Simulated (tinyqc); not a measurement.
Slater-Koster d bands of an fcc metal: one step. Second moment and the rectangular band. Two cases, with inputs chosen for the exercise.

Question. mu2 = z (dds^2 + 2 ddp^2 + 2 ddd^2)/5 per orbital, with z = 12. A rectangular band with the same mu2 has width W = sqrt(12 mu2), Fermi level W (Nd/10 - 1/2) and bond energy -W Nd (10 - Nd)/20 (Friedel).

Give: mu2; W; Fermi level; bond energy per atom.

Case 1.

Values chosen (of the size met in Co; not measured data): dds = -0.544 eV (dd sigma); ddp = 0.31 eV (dd pi); ddd = -0.098 eV (dd delta); Nd = 7 (d electrons per atom).

Answer.

mu2 = 1.2176 eV^2
W = 3.8225 eV
Fermi level = 0.7645 eV
bond energy per atom = -4.0136 eV

Case 2.

Values chosen (of the size met in Ni; not measured data): dds = -0.409 eV (dd sigma); ddp = 0.196 eV (dd pi); ddd = -0.012 eV (dd delta); Nd = 8 (d electrons per atom).

Answer.

mu2 = 0.5866 eV^2
W = 2.6531 eV
Fermi level = 0.7959 eV
bond energy per atom = -2.1225 eV

The bond energy is the attractive part alone; the repulsion between atoms, left out, cancels a large share of it in the cohesive energy.

Computed by tinyqc, one run a case: `OMP_NUM_THREADS=1 python tinyqc.py N N+1 out.jsonl` with N = 1480910, 1481176; one thread of a shared Intel(R) Xeon(R) Processor @ 2.30GHz, about 0.06 s a run at most.
